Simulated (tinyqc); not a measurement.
Concentration-dependent dopant diffusion with charged defects and the built-in field: one step, computed by the program tinyqc.

A constant source C_s feeds a half space. The dopant moves through neutral point defects and through charged ones, whose number grows with the majority carrier density n.

Task: Intrinsic density and partial diffusivities. n_i = 3.87e16 T^1.5 exp(-7014/T) per cm^3 (T in kelvin, an empirical form); each D = prefactor x exp(-E/(k_B T)); the intrinsic diffusivity D_i is their sum. Temperatures in kelvin are T(C) + 273.15.

Inputs (values chosen for the exercise, modelled on phosphorus in silicon):
```
quantity                      value    unit
neutral prefactor D0x          4.31  cm^2/s
neutral activation energy E0   3.67      eV
singly charged prefactor D01   4.05  cm^2/s
activation energy E1           4.01      eV
doubly charged prefactor D02   50.6  cm^2/s
activation energy E2           4.37      eV
temperature T                   875       C
```

Field enhancement: on.

Constants: k_B = 8.617333262e-05 eV/K.

Give: n_i; partial diffusivities; intrinsic diffusivity D_i.

Result:

n_i = 3.347e+18 1/cm^3

partial diffusivities (cm^2/s): Dx 3.350e-16, D1 1.013e-17, D2 3.328e-18

intrinsic diffusivity D_i = 3.485e-16 cm^2/s
